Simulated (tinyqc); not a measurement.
# Changing the distance d to the collector

Model: Haynes-Shockley experiment: drift, diffusion and decay of a minority-carrier pulse. Computed by tinyqc, a small Python program. Command: `OMP_NUM_THREADS=1 python tinyqc.py 3112285 3112286 out.jsonl haynes sweep`. One thread of a shared host (Intel(R) Xeon(R) Processor @ 2.30GHz), about 0.02 s of CPU time with the checks.

A thin sheet of excess carriers is made at x = 0, t = 0 in a long uniform bar; injection is low, so the pulse moves with the minority mobility.

Inputs (values chosen for the exercise, modelled on holes in n-type germanium in a lightly doped bar): minority mobility mu = 1940 cm^2/(V s); lifetime tau = 26 microsecond; temperature T = 330 K; field F = 4.7 V/cm; injected sheet density N0 = 4.8e+10 1/cm^2.

Constants: k_B = 8.617333262e-05 eV/K.

Method:
- D = mu k_B T/e, v = mu F.
- Transit time d/v, diffusion length sqrt(D tau), drift length v tau, Peclet number v d/D = e F d/(k_B T).
- dn(x, t) = N0/sqrt(4 pi D t) exp(-(x - v t)^2/(4 D t) - t/tau).
- At fixed x the signal peaks where d ln(dn)/dt = 0: a t^2 + t/2 - x^2/(4 D) = 0 with a = v^2/(4 D) + 1/tau.
- The full width at half maximum is found by solving dn(x, t) = peak/2 on both sides of the peak.
- With w the full width at half maximum: mu = d/(F t_p); D = (w d)^2/(16 ln2 t_p^3); Einstein ratio D/mu against k_B T/e.

One run for each value; columns: (1) distance d to the collector (cm); (2) width at half maximum (microsecond); (3) peak density (1/cm^3); (4) error of mu (%); (5) Peclet number:
```
(1)       (2)         (3)     (4)     (5)
0.091   7.647  4.1304e+11  11.840   15.04
0.140   9.622  2.7068e+11   9.391   23.14
0.200  11.592  1.7637e+11   8.049   33.06
0.460  17.768  3.9725e+10   6.304   76.03
0.680  21.660  1.3198e+10   5.874  112.39
1.000  26.313  2.9140e+09   5.587  165.28
1.500  32.267  3.0375e+08   5.385  247.91
```

Give the missing row, distance d to the collector (cm) = 0.300.

Computed row; columns: (1) distance d to the collector (cm); (2) width at half maximum (microsecond); (3) peak density (1/cm^3); (4) error of mu (%); (5) Peclet number:
```
(1)       (2)         (3)    (4)    (5)
0.300  14.287  9.5190e+10  7.017  49.58
```

Interpolating between the two neighbouring rows (the first column on a logarithmic scale, the others too where they are positive) misses most in peak density (1/cm^3), by 10 %. Over the rows, width at half maximum (microsecond) rises from 7.65 to 32.3 (exponent d ln y / d ln x 0.53 between the first rows and 0.50 between the last); peak density (1/cm^3) falls from 4.13e11 to 3.04e8 (exponent d ln y / d ln x -0.98 between the first rows and -5.6 between the last); error of mu (%) falls from 11.8 to 5.38 (exponent d ln y / d ln x -0.54 between the first rows and -0.091 between the last).

Extremes, crossings and ranges named in words are read from the listed rows.
